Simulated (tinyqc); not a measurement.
Tight binding, dimerised chain, step by step. One step of it, computed by the program tinyqc.

Problem. Levels at X. Diagonalise the Hermitian matrix.

H(k) at X (eV):
```
          A         B
A  0.000000  0.030000
B  0.030000  0.000000
```

Give: eigenvalues; weights |c|^2 of the basis functions.

Solution.

eigenvalues (eV): -0.030  0.030

weights |c|^2 of the basis functions:
```
   band 1  band 2
A   0.500   0.500
B   0.500   0.500
```
